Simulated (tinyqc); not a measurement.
Both saturation currents from two open-circuit voltages.

Question. Without shunt, at open circuit JL = J01 (exp(Voc/Vt) - 1) + J02 (exp(Voc/(2 Vt)) - 1). Find J01, J02 and the mean ideality (Voc2 - Voc1)/(Vt ln(JL2/JL1)).

Values chosen for this exercise: temperature T = 298.15 K.

Constants: q = 1.602176634e-19 C, kB = 1.380649e-23 J/K, Vt = kB T/q. Results are converted to the units shown.

photocurrents (mA/cm^2): [38.2, 3.82]
Voc (V): [0.66575294, 0.59736698]

Answer. The relation is linear in J01 and J02, so two light levels give two equations; series resistance plays no part at open circuit.

J01 = 1.800e-13 A/cm^2
J02 = 1.400e-8 A/cm^2
mean ideality = 1.156

Computed by the program tinyqc: `OMP_NUM_THREADS=1 python tinyqc.py 2280123 2280124 out.jsonl`, one thread of a shared Intel Xeon 2.30GHz, about 0.02 s for the whole run.
